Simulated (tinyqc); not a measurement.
X-ray reflectivity of a thin film on silicon: critical angles, Parratt recursion, fringes and roughness: one step, computed by the program tinyqc. Command: `OMP_NUM_THREADS=1 python tinyqc.py 3121568 3121569 out.jsonl xrr walk`. One thread of a shared host (Intel(R) Xeon(R) Processor @ 2.30GHz), about 0.01 s of CPU time with the checks.

n = 1 - delta + i beta; the classical electron radius is r_e = 2.8179403e-6 nm. Layer 0 is vacuum, 1 the film, 2 the substrate.

Problem. Reflectivity at one angle. k_j = (2 pi/lambda) sqrt(sin^2 theta - 2 delta_j + 2 i beta_j); r_ij = (k_i - k_j)/(k_i + k_j) x exp(-2 k_i k_j sigma^2) (Nevot-Croce); r = (r_01 + r_12 p)/(1 + r_01 r_12 p), p = exp(2 i k_1 d); R = |r|^2.

Inputs (values chosen for the exercise, modelled on SiO2 on silicon, copper K-alpha radiation):
```
quantity                              value     unit
wavelength lambda                   0.15406       nm
film thickness d                       31.8       nm
roughness of the surface sigma_1       0.61       nm
roughness of the interface sigma_2     0.25       nm
grazing angle theta                   0.809  degrees
```

Constants:
```
layer      rho_e (1/nm^3)         delta          beta  critical angle (degrees)  q_c (1/nm)
film             663.3810  7.061463e-06  8.473756e-08                 0.2153203   0.3065366
substrate        711.4015  7.572626e-06  1.741704e-07                 0.2229774   0.3174375
```

Give: k_0, k_1, k_2; 1000 r_01; 1000 r_12; p; reflectivity R; q = 4 pi sin(theta)/lambda.

Solution.

k_0, k_1, k_2 (1/nm): 0.57584  0.55507+0.00025i  0.55353+0.00052i

1000 r_01 = 14.479-0.182i

1000 r_12 = 1.3312-0.2349i

p = -0.72346-0.66695i

reflectivity R = 1.7929e-04

q = 4 pi sin(theta)/lambda = 1.1517 1/nm
